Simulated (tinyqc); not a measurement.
Hot electrons in a saturated n-channel MOSFET, lucky-electron model: two steps of the calculation.

Beyond pinch-off the lateral field grows as Esat cosh(y/l) over the velocity-saturated region (pseudo-two-dimensional model). Impact ionisation in this region gives the substrate current, which biases the body forward through Rsub. Currents are per width. Local-field laws: they overstate ionisation when the field peak is narrower than an energy relaxation length.

Values chosen for this exercise; values close to those of silicon n-channel devices: channel length L = 0.8 um; oxide thickness tox = 19 nm; threshold VT = 0.42 V; saturation velocity vs = 8.4e6 cm/s; ionisation prefactor Ai = 2e6 1/cm; ionisation field Bi = 1.85 MV/cm; resistance of the lightly doped drain Rd = 0 ohm um; substrate resistance Rsub = 2600 ohm um; fall of VT per volt of forward body bias kb = 0.45; hot-electron mean free path lm = 9.4 nm; oxide barrier pb = 3.2 V; prefactor of the gate current Cg = 0.0031; lifetime exponent m = 2.9; lifetime constant Hl = 21000 s uA/um; drain voltage Vd = 3.9 V; gate voltage Vg = 2.5 V.

Constants: eps0 = 8.8541878128e-14 F/cm where lengths are in cm. Results are converted to the units shown.

Task 1. Body bias from the substrate current. Cox = 3.9 eps0/tox. Overdrive g = Vg - VT + kb Vb; Vdsat = g Esat L/(g + Esat L); Id = Cox vs (g - Vdsat); dV = Vd - Id Rd - Vdsat; Em = sqrt((dV/l)^2 + Esat^2); Isub = Id (Ai/Bi) l Em exp(-Bi/Em). Vb(new) = Rsub Isub.

Vb at the start = 0 V
l = 137.14955 nm
Esat = 0.043076923 MV/cm

Wanted: Vdsat; Id; dV; Em; Isub; Vb after iteration 1.

Result 1.

Vdsat = 1.297 V
Id = 119.5 uA/um
dV = 2.603 V
Em = 0.1946 MV/cm
Isub = 0.02566 uA/um
Vb after iteration 1 = 6.671e-5 V

Task 2. Gate current, lifetime and channel shortening. Ig = Cg Id exp(-pb/(lm Em)); lifetime tau = (Hl/Id)(Isub/Id)^(-m); length of the saturated region dL = l ln[(dV/l + Em)/Esat]. 1 year = 3.15576e7 s.

Id = 119.52339 uA/um
dV = 2.6028836 V
Em = 0.19461170 MV/cm
Isub = 0.025658067 uA/um
l = 137.14955 nm
Esat = 0.043076923 MV/cm

Wanted: Isub/Id; Ig; tau; dL.

Result 2.

Isub/Id = 2.147e-4
Ig = 0.009373 pA/um
tau = 2.418e5 years
dL = 300.2 nm

The lifetime exceeds ten years.

Computed by the program tinyqc: `OMP_NUM_THREADS=1 python tinyqc.py 2550071 2550072 out.jsonl`, one thread of a shared Intel Xeon 2.30GHz, about 0.01 s for the whole run.
